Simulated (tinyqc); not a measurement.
Inside a calculation. Method: plane-wave Kohn-Sham cycle with exchange-only LDA in a layered model solid. One step of it, computed by the program tinyqc.

Task: Iteration 1: potential. V_H(G) = 4 pi rho(G)/G^2 for G != 0 (uniform background); v_x = -(3 rho/pi)^(1/3); V = V_ext + V_H + v_x; Fourier components f(G_m) = (1/N) sum_j f(x_j) exp(-i G_m x_j).

A solid whose potential varies along x alone (atomic units):
```
parameter                      value
period a                   13.300000
cross-section of the cell  35.000000
electrons per cell                 2
grid points                       16
plane waves -n..n, n               3
k points                           2
V1 in V1 cos(2 pi x/a)     -0.310000
```

density at the start, on the grid x_j = j a/N (e/bohr^3): 0.00429646  0.00429646  0.00429646  0.00429646  0.00429646  0.00429646  0.00429646  0.00429646  0.00429646  0.00429646  0.00429646  0.00429646  0.00429646  0.00429646  0.00429646  0.00429646

Give: Potentials on the grid; V(G_m), m = 0, 1, 2, ....

Result:

Potentials on the grid (hartree):
```
x          V_ext     V_H      v_x        V
0.0000   -0.3100  0.0000  -0.1601  -0.4701
0.8313   -0.2864  0.0000  -0.1601  -0.4465
1.6625   -0.2192  0.0000  -0.1601  -0.3793
2.4937   -0.1186  0.0000  -0.1601  -0.2787
3.3250         0  0.0000  -0.1601  -0.1601
4.1562    0.1186  0.0000  -0.1601  -0.0415
4.9875    0.2192  0.0000  -0.1601   0.0591
5.8187    0.2864  0.0000  -0.1601   0.1263
6.6500    0.3100  0.0000  -0.1601   0.1499
7.4813    0.2864  0.0000  -0.1601   0.1263
8.3125    0.2192  0.0000  -0.1601   0.0591
9.1438    0.1186  0.0000  -0.1601  -0.0415
9.9750         0  0.0000  -0.1601  -0.1601
10.8063  -0.1186  0.0000  -0.1601  -0.2787
11.6375  -0.2192  0.0000  -0.1601  -0.3793
12.4688  -0.2864  0.0000  -0.1601  -0.4465
```

V(G_m), m = 0, 1, 2, ... (hartree): -0.1601  -0.1550  0.0000  0.0000  0.0000  0.0000  0.0000
